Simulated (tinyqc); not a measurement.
Comparisons within one model: Slater-Koster d bands of an fcc metal. A value that a table varies takes the place of the one given here.

Slater-Koster d bands. For a bond with direction cosines (l, m, n) the 5 x 5 block is dds Ps + ddp Pp + ddd (1 - Ps - Pp), the projectors on sigma, pi and delta states about the bond; for instance <xy|xy> = 3 l^2 m^2 dds + (l^2 + m^2 - 4 l^2 m^2) ddp + (n^2 + l^2 m^2) ddd, <xy|yz> = 3 l m^2 n dds + l n (1 - 4 m^2) ddp + l n (m^2 - 1) ddd and <3z2-r2|3z2-r2> = (n^2 - (l^2 + m^2)/2)^2 dds + 3 n^2 (l^2 + m^2) ddp + (3/4)(l^2 + m^2)^2 ddd. H(k) sums the blocks times cos(k.R) over the neighbours; the d level is the zero of energy; k in 2 pi/a.

Neighbours: twelve at (a/2)(1,1,0) and equivalents.

Mesh: k = f1 b1 + f2 b2 + f3 b3 with fractions (j + 1/2)/N, j = 0 to N - 1, and b = (-1,1,1), (1,-1,1), (1,1,-1) for fcc, (0,1,1), (1,0,1), (1,1,0) for bcc, unit vectors for simple cubic. The lowest Nd/10 of all levels are filled with two electrons each; the bond energy is their sum per atom.

Inputs chosen for the exercise (of the size met in Ir; shifted at random, so the results belong to these values and not to a real crystal):
```
symbol  value   unit  meaning
dds     -1.095  eV    dd sigma
ddp     0.438   eV    dd pi
ddd     -0.12   eV    dd delta
N       10            mesh
f2      0.487         factor for second neighbours in bcc
```

## Band filling: full bands against the rectangular model

W = sqrt(12 mu2) with mu2 the mean square level on the mesh; rectangular model: Fermi level W (Nd/10 - 1/2), bond energy -W Nd (10 - Nd)/20. The Fermi level of the mesh is the highest filled level.

Per atom (eV):
```
Nd  EF, bands  bond energy, bands  EF, rectangle  bond energy, rectangle
1      -2.479              -3.094         -2.725                  -3.066
2      -1.980              -5.286         -2.044                  -5.450
3      -1.434              -6.968         -1.363                  -7.153
4      -1.000              -8.221         -0.681                  -8.175
5       0.019              -8.692          0.000                  -8.516
6       0.867              -8.286          0.681                  -8.175
7       1.491              -7.085          1.363                  -7.153
8       2.065              -5.322          2.044                  -5.450
9       2.657              -2.952          2.725                  -3.066
```

W = 6.813 eV
full width on the mesh = 7.920 eV

The bond energy is deepest at Nd = 5 (-8.692 eV); the rectangle has its minimum at 5. The two differ most at Nd = 3, by 0.185 eV or 2 % of the deepest value: the second moment fixes the parabola, and higher moments the rest. At Nd = 3 and 7 the bands give -6.968 and -7.085 eV, a skew towards more than half filling.

## Which lattice a d-band metal prefers

fcc has twelve neighbours, bcc eight and six (the six times f2), simple cubic six. The integrals of bcc and sc are scaled so that all three have the second moment of fcc, which stands for equal repulsion (structural energy difference theorem). s and p electrons are left out.

Bond energy per atom:
```
Nd  fcc (eV)  bcc - fcc (meV)  sc - fcc (meV)
1     -3.094              157            -424
2     -5.286              -26            -236
3     -6.968             -305             123
4     -8.221             -362             686
5     -8.692              112             952
6     -8.286              428             752
7     -7.085              323             240
8     -5.322               50            -201
9     -2.952             -187            -567
```

scale factors: bcc 1.1285, sc 1.4142

mu3/mu2^1.5: fcc -0.037, bcc -0.035, sc 0.000

mu4/mu2^2: fcc 1.789, bcc 1.764, sc 2.885

largest change of a difference when N is raised to 14 = 17 meV

fcc is lowest for Nd = 5, 6 and 7. bcc is lowest for Nd = 3 and 4. sc is lowest for Nd = 1, 2, 8 and 9. bcc gains most on fcc at Nd = 4 (-362 meV). A small fourth moment marks a two-peaked band, which tends to favour fillings near one half; bcc has -1 % against fcc, and at Nd = 5 it lies +112 meV from fcc, which the fourth moment alone does not explain (differences of a few tens of meV are within the error of the mesh; hcp is left out, and this d-only model can miss the lattice of the real metal). The third moments, from three-membered rings, skew the bands. That simple cubic wins anywhere comes from keeping d bands and equal second moments alone; no transition metal takes it. Differences below about 17 meV are within the error of this mesh, and the s and p electrons left out weigh most where the d band is nearly empty or full.

## What each integral does

Levels at Gamma, E(t2g) = 3 dds + 4 ddp + 5 ddd, E(eg) = 1.5 dds + 6 ddp + 4.5 ddd, and W = sqrt(12 mu2), the width of a rectangular band with the same second moment mu2 = z (dds^2 + 2 ddp^2 + 2 ddd^2)/5, z = 12. Each row changes one parameter from the base and keeps the others.

Results:
```
case              t2g (eV)  eg (eV)  W (eV)
base               -2.1330   0.4455  6.8126
dds = -0.9307 eV   -1.6401   0.6919  6.0685
ddp = 0.3723 eV    -2.3958   0.0513  6.5837
ddd = -0.102 eV    -2.0430   0.5265  6.7957
```

The largest shifts from the base row, up to three for each result and ties (the steps differ in size, so this ranks the rows, not the parameters). t2g (eV): dds +0.4929, ddp -0.2628, ddd +0.0900. eg (eV): ddp -0.3942, dds +0.2465, ddd +0.0810. W (eV): dds -0.7441, ddp -0.2289, ddd -0.0169. The ratio of the shifts of t2g and eg names the integral: 3 : 1.5 for dds, 4 : 6 for ddp, 5 : 4.5 for ddd.

(tinyqc, `OMP_NUM_THREADS=1 python tinyqc.py 1452306 1452307 out.jsonl`, Intel(R) Xeon(R) Processor @ 2.30GHz, 1 thread, shared host, about 0.03 s.)
